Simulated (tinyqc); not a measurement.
Undoped gate-all-around wire MOSFET, analytic charge model: two steps of the calculation.

An undoped round wire of radius R under an insulator shell and a surrounding gate; long channel, electrons only, n = ni exp((psi - V)/Vt) with V the quasi-Fermi potential (0 at the source, Vd at the drain), constant mobility, no quantisation. The radial Poisson equation gives n(r) = n(0)/(1 - (1 - b) r^2/R^2)^2 with b = Q0/(Q + Q0). Q is the electron charge per area of the wire surface.

Values chosen for this exercise; material values those of a made-up semiconductor: temperature T = 325 K; band gap Eg = 1.18 eV; relative permittivity of the semiconductor eps_r = 13.4; conduction-band density of states at T Nc = 3.52e19 cm^-3; valence-band density of states at T Nv = 3.24e19 cm^-3; relative permittivity of the gate insulator eox = 21.9; insulator thickness tox = 12 nm; wire radius R = 15 nm; gate work function less that of the intrinsic body dphi = 0.19 V; gate voltage Vg = 0.6 V.

Constants: q = 1.602176634e-19 C, kB = 1.380649e-23 J/K, Vt = kB T/q, eps0 = 8.8541878128e-14 F/cm where lengths are in cm. Results are converted to the units shown.

Problem 1. Constants of the wire. ni = sqrt(Nc Nv) exp(-Eg/(2 Vt)), Eg in volts; Cox = eps0 eox/(R ln(1 + tox/R)); Q0 = 4 eps0 eps_r Vt/R; V0 = dphi + Vt ln[8 eps0 eps_r Vt/(q ni R^2)].

Find: ni; Cox; Q0; V0.

Solution 1.

ni = 2.3956e10 cm^-3
Cox = 2.1993 uF/cm^2
Q0 = 88.609 nC/cm^2
V0 = 0.67290 V

Problem 2. Charge at the source by substitution. With V = 0: u = Vg - V0 - Q/Cox, then Q(new) = (Q0/2)[sqrt(1 + 4 exp(u/Vt)) - 1], the root of Vt ln[(Q/Q0)(1 + Q/Q0)] = u.

Q at the start = 0 nC/cm^2
Cox = 2.1992867 uF/cm^2
Q0 = 88.609138 nC/cm^2
V0 = 0.67289766 V

Wanted: u; Q after iteration 1.

Solution 2.

u = -0.07290 V
Q after iteration 1 = 6.137 nC/cm^2

Numbers from tinyqc (`OMP_NUM_THREADS=1 python tinyqc.py 2460056 2460057 out.jsonl`; about 0.02 s on one thread of a shared Intel Xeon 2.30GHz).
